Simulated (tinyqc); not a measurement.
The network against temperature: hopping conduction between localised states. Computed by tinyqc, a small Python program. Command: `OMP_NUM_THREADS=1 python tinyqc.py 3015378 3015379 out.jsonl hop walk`. One thread of a shared host (Intel(R) Xeon(R) Processor @ 2.30GHz), about 0.01 s of CPU time with the checks.

Energies are counted from the Fermi level. A small network shows the mechanism; the laws of an infinite system follow.

Inputs (values chosen for the exercise, for a model amorphous semiconductor): localisation length xi = 0.87 nm; temperature T = 420 K.

Dimension: 3D.

sites of the small network (nm, nm, meV):
```
      x     y  energy
1     0  1.82    8.61
2  2.23  0.35  -21.95
3  4.36  2.23   30.25
4  5.25  0.36   -1.72
5  7.21  1.03  -22.75
6   9.4  2.31    2.31
```

Constants: k_B = 8.617333262e-05 eV/K.

Method:
- Miller-Abrahams exponent s_ij = 2 r_ij/xi + (|E_i| + |E_j| + |E_i - E_j|)/(2 k_B T); G_ij = G_0 exp(-s_ij).
- Site 1 is held at potential 1 and site 6 at 0; Kirchhoff's law sum_j G_ij (u_i - u_j) = 0 fixes the others; G = sum_j G_1j (1 - u_j).
- Critical exponent s_c: the smallest value such that bonds with s_ij <= s_c connect site 1 with site 6.
- The last column is the length of the critical bond.

Network:

| T (K) | -ln(G/G_0) | s_c | critical hop (nm) |
|---|---|---|---|
| 130 | 9.7259 | 8.9019 | 3.0200 |
| 190 | 8.9663 | 8.2832 | 3.0200 |
| 290 | 8.3747 | 7.8209 | 3.0200 |
| 420 | 8.0143 | 7.5490 | 3.0200 |
| 630 | 7.7400 | 7.3469 | 3.0200 |

What does the comparison show, and why?

-ln(G/G_0) follows s_c within 0.9. The critical hop is 3.02 nm long at the lowest T and 3.02 nm at the highest: in this small sample the range does not grow on cooling.

Extremes, crossings and ranges named in words are read from the listed rows.
